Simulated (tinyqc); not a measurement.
From one set of inputs to another, one input at a time: valley-orbit splitting of a donor ground state, with strain. Computed by tinyqc, a small Python program. Command: `OMP_NUM_THREADS=1 python tinyqc.py 3018756 3018757 out.jsonl valleyorbit ladder`. One thread of a shared host (Intel(R) Xeon(R) Processor @ 2.30GHz), about 0.02 s of CPU time with the checks.

The basis is the 1s envelope in each valley; energies are counted from the unstrained conduction-band edge. The strain is e_s (a a^T - 1/3) for the unit stress axis a, so valley j along n_j moves by Xi_u e_s w_j with w_j = (n_j.a)^2 - 1/3: +1/6 for x and y, -1/3 for z. The splitting at the zone boundary that a [110] shear adds for <100> valleys is left out.

The inputs printed are set A. Inputs not listed in the table keep their values of set A, so the rows need not describe a real material.

Inputs (values chosen for the exercise, modelled on donors in silicon):
```
quantity                                     value   unit
single-valley binding energy E_0              31.9    meV
central-cell shift Lambda                     1.25    meV
coupling Delta_1                              4.52    meV
coupling Delta_2                              3.13    meV
shear deformation potential Xi_u              8.89     eV
shear strain e_s                          -5.4e-05      -
temperature T                                   20      K
donor density N_D                          5.5e+16  cm^-3
density-of-states mass of one valley m_e     0.337    m_0
```

Valleys: six along <100>. Stress axis: [110].

Constants: k_B = 8.617333262e-05 eV/K; m_0 = 9.1093837015e-31 kg; k_B = 1.380649e-23 J/K; h = 6.62607015e-34 J s.

Method:
- H_jj = -(E_0 + Lambda) + Xi_u e_s w_j; H_jk = -Delta_2 between opposite valleys and -Delta_1 between perpendicular ones.
- Diagonalise H; the ground vector has positive components. The density at the nucleus, and so the contact hyperfine coupling, scales as (sum_j c_j)^2/(number of valleys), which is 1 without strain; the envelopes are held fixed.
- The binding energy is counted from the lowest valley edge, min_j Xi_u e_s w_j; the gap is from the ground state to the next level.
- z = sum over levels of exp(-(E - E_ground)/k_B T), the ground-state share being 1/z; N_c = 2 (2 pi m_e k_B T/h^2)^(3/2) sum_j exp(-(shift_j - lowest shift)/k_B T); n1 = N_c/(2 z) exp(-binding/k_B T), binding = lowest shift - E_ground; without compensation n = 2 N_D/(1 + sqrt(1 + 4 N_D/n1)) (Boltzmann statistics; p and higher states left out).

Each row keeps all changes above it; columns: (1) input moved; (2) from; (3) to; (4) gap to the first excited state (meV); (5) free electrons n (cm^-3); (6) share of neutral donors in the ground state:
```
(1)                                          (2)       (3)    (4)        (5)     (6)
set A                                          -         -  24.26  1.673e+10  1.0000
shear strain e_s                        -5.4e-05  -0.00013  24.15  1.680e+10  1.0000
coupling Delta_1 (meV)                      4.52      3.93  21.79  3.332e+10  1.0000
shear deformation potential Xi_u (eV)       8.89      8.92  21.79  3.332e+10  1.0000
single-valley binding energy E_0 (meV)      31.9      32.7  21.79  2.642e+10  1.0000
central-cell shift Lambda (meV)             1.25      1.64  21.79  2.359e+10  1.0000
temperature T (K)                             20       200  21.79  4.310e+16  0.4261
coupling Delta_2 (meV)                      3.13      4.78  23.39  4.285e+16  0.4543
```

Where does the difference come from?

gap to the first excited state goes from 24.3 to 23.4, a factor 0.964 in all. The largest single move comes from coupling Delta_1 (a factor 0.902), and coupling Delta_2 works against it (a factor 1.07). Free electrons n goes from 1.67e10 to 4.29e16, a factor 2.56e6 in all. The largest single move comes from temperature T (a factor 1.83e6). Share of neutral donors in the ground state goes from 1.000 to 0.454, a factor 0.454 in all. The largest single move comes from temperature T (a factor 0.426). The single moves hold for this order of the switches; the total does not depend on the order.

Caution (rows temperature T, coupling Delta_2): k_B T exceeds a third of E_0, so the p and higher states, left out, hold part of the bound electrons.

Extremes, crossings and ranges named in words are read from the listed rows.
